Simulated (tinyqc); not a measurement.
Admittance spectroscopy and thermally stimulated current of one trap level in a depletion layer: one step, computed by the program tinyqc.

A Schottky junction on n-type material holds one donor-like electron trap; shallow donors are fully ionised and abrupt depletion edges are assumed.

Problem. The capacitance step. With E_c - E_F = k_B T_p ln(N_c/N): lambda = sqrt(2 eps eps_0 (E_t - (E_c - E_F))/(e^2 N)); traps are empty and charged for x < x_t = w - lambda, and V_b = e (N w^2 + N_t x_t^2)/(2 eps eps_0). High frequency: C_hf = eps eps_0/w. Low frequency: C_lf = eps eps_0 (N + N_t)/(N w + N_t x_t).

Inputs (values chosen for the exercise, modelled on n-type GaN):
```
quantity                         value    unit
dielectric constant eps           9.36       -
shallow doping N               2.5e+16  1/cm^3
trap density N_t               5.3e+14  1/cm^3
trap depth E_t below the band    0.535      eV
band bending V_b                   1.8       V
```

E_c - E_F = k_B T_p ln(N_c/N) = 0.1380205 eV

Constants: eps_0 = 8.8541878128e-12 F/m; e = 1.602176634e-19 C.

Give: lambda; depletion width w; crossing point x_t; C_hf; C_lf; step (C_lf - C_hf)/C_hf; small-N_t estimate (N_t/N)(lambda/w).

Solution.

lambda = 128.2 nm

depletion width w = 272.1 nm

crossing point x_t = 143.9 nm

C_hf = 30.46 nF/cm^2

C_lf = 30.76 nF/cm^2

step (C_lf - C_hf)/C_hf = 0.009875

small-N_t estimate (N_t/N)(lambda/w) = 0.009985

Reading N_t/N straight from the step would give 0.00987 against the true 0.0212: the factor lambda/w must be known.
